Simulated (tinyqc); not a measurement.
Extrapolating accelerated tests: lateral field, substrate current, probability of reaching the oxide barrier and hot-carrier lifetime of a silicon transistor (pseudo-two-dimensional and lucky-electron models). Computed by tinyqc, a small Python program. Command: `OMP_NUM_THREADS=1 python tinyqc.py 3008214 3008215 out.jsonl hotcar walk`. One thread of a shared host (Intel(R) Xeon(R) Processor @ 2.30GHz), about 0.01 s of CPU time with the checks.

Local-field models: a lucky carrier gains its energy at the peak field over a path free of collisions. Voltages are magnitudes.

Inputs (values chosen for the exercise, modelled on a silicon n-channel):
```
quantity                                value                      unit
channel length L                          900                        nm
oxide thickness t                          19                        nm
junction depth x_j                        180                        nm
mobility mu                               380                cm^2/(V s)
saturation velocity v_s                  0.82                  1e7 cm/s
threshold voltage V_T                    0.64                         V
gate voltage V_G                          2.5                         V
drain voltage V_D                         5.7                         V
ionisation prefactor A_i              1.8e+06                      1/cm
ionisation field B_i                     1.71                     MV/cm
hot-carrier mean free path lambda         7.2                        nm
oxide barrier phi_b                       3.1                        eV
interface-trap threshold phi_it           3.6                        eV
lifetime constant H                         3  s microampere/micrometre
length of the depleted extension L_n       74                        nm
```

Drain: lightly doped extension.

Constants: eps_0 = 8.8541878128e-12 F/m.

Method:
- C_ox = 3.9 eps_0/t; F_sat = 2 v_s/mu; V_Dsat = V_ov F_sat L/(V_ov + F_sat L), V_ov = V_G - V_T; I_D/W = C_ox v_s (V_ov - V_Dsat).
- Scale length l = 0.22 t^(1/3) x_j^(1/2) (all in cm); F_m = sqrt(((V_D - V_Dsat)/l_e)^2 + F_sat^2), with l_e = l + L_n; length of the velocity-saturated region l_e ln((V_D - V_Dsat)/(l_e F_sat) + F_m/F_sat).
- Substrate current I_sub/I_D = (A_i/B_i)(V_D - V_Dsat) exp(-B_i/F_m); probability of reaching the oxide barrier exp(-phi_b/(e lambda F_m)); lifetime tau = (H/(I_D/W)) exp(phi_it/(e lambda F_m)).
- V_10 solves tau = 3.156e8 s at the given V_G. The extrapolation fits ln(tau) against 1/V_D at 1, 1.08, 1.16 and 1.25 times the given V_D (rounded to 3 digits) by least squares and reads off the same tau.

V_Dsat = 1.25772 V

Stress points:
```
V_D (V)  1/V_D (1/V)     tau (s)
5.70         0.17544  4.3548e+07
6.16         0.16234  6.4273e+06
6.61         0.15129  1.3433e+06
7.12         0.14045  3.0190e+05
```

ten-year drain voltage V_10 = 5.3033 V

V_10 from the 1/V_D extrapolation = 5.2759 V

The extrapolation is 27 mV below the true value: ln(tau) is nearly linear in 1/(V_D - V_Dsat), not in 1/V_D, so the straight line errs on the safe side when one extrapolates down.

Extremes, crossings and ranges named in words are read from the listed rows.
